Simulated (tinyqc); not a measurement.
Junction parameters from two forward currents.

Problem. D(v) = J1 (exp(v/Vt) - 1) + J2 (exp(v/(2 Vt)) - 1). Find J1, J2 and the voltage 2 Vt ln(J2/J1) near which both parts are equal.

Parameters, values chosen for the exercise: temperature T = 330 K.

Constants: q = 1.602176634e-19 C, kB = 1.380649e-23 J/K, Vt = kB T/q. Results are converted to the units shown.

junction voltages (V): 0.3  0.72
currents (uA/um): 4.8436951e-6  0.47311554

Solution. The current is linear in J1 and J2, so two points give two equations.

J1 = 4.70e-12 uA/um
J2 = 2.40e-8 uA/um
crossover = 0.486 V

Program tinyqc, `OMP_NUM_THREADS=1 python tinyqc.py 2182181 2182182 out.jsonl`; Intel Xeon 2.30GHz, shared host, one thread, about 0.2 s.
